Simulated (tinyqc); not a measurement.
Small-signal admittance of a forward-biased p+-n diode: two steps of the calculation.

Holes injected into a neutral base of width wb with an ohmic contact at its end; low injection, p0 far above the equilibrium density. A small voltage v exp(i w t), w = 2 pi f, modulates the edge density by p0 v/Vt, and the small-signal density obeys Dp d2p/dx2 = (1/tau + i w) p.

Inputs (values chosen for the exercise); permittivity close to that of silicon:
- T = 300 K (temperature)
- eps_r = 11.7 (relative permittivity)
- Nd = 7.1e16 cm^-3 (donor density of the base)
- Dp = 10 cm^2/s (hole diffusion coefficient)
- tau = 1e-6 s (hole lifetime)
- wb = 7.3 um (width of the neutral base)
- p0 = 9.9e12 cm^-3 (excess hole density at the junction edge)
- Na = 1e19 cm^-3 (acceptor density of the p+ side)
- f = 7.2e6 Hz (signal frequency)

Constants: q = 1.602176634e-19 C, kB = 1.380649e-23 J/K, Vt = kB T/q, eps0 = 8.8541878128e-14 F/cm where lengths are in cm. Results are converted to the units shown.

Question 1. Closed-form admittance. L = sqrt(Dp tau); direct current J = (q Dp p0/L) coth(wb/L); k = sqrt(1 + i w tau)/L; diffusion admittance Y = (q Dp p0/Vt) k coth(k wb) = G + i w C_diff; junction capacitance C_j = sqrt(q eps0 eps_r Nd/(2 Vr)) in the depletion approximation, with the remaining barrier Vr = Vt ln(Na/p0), a rough value under forward bias; base-width modulation is left out.

Wanted: L; J; k wb; Y; C_diff; C_j.

Answer 1.

L = 31.62 um
J = 0.02211 A/cm^2
k wb = 1.110+1.086i
Y = 0.9568+0.6476i S/cm^2
C_diff = 0.01431 uF/cm^2
C_j = 0.1284 uF/cm^2

G is 1.12 times its low-frequency value J/Vt, and C_diff is 0.111 times C_j.

Question 2. The same by finite differences. 7 equal intervals, h = wb/7; u = small-signal density over its edge value, u_0 = 1, u_7 = 0; u_(i-1) + b u_i + u_(i+1) = 0 with b = -2 - h^2 (1/tau + i w)/Dp; Y = (q Dp p0/(Vt h)) (-b/2 - u_1), which includes the half box at the edge.

Find: b; u; Y on the mesh.

Answer 2.

b = -2.0011-0.0492i
u, node 1 to 6: 0.83838-0.08667i  0.68194-0.13219i  0.53274-0.14430i  0.39122-0.13036i  0.25654-0.09732i  0.12693-0.05175i
Y on the mesh = 0.95407+0.65466i S/cm^2

Computed by the program tinyqc: `OMP_NUM_THREADS=1 python tinyqc.py 2890172 2890173 out.jsonl`, one thread of a shared Intel Xeon 2.30GHz, about 0.01 s for the whole run.
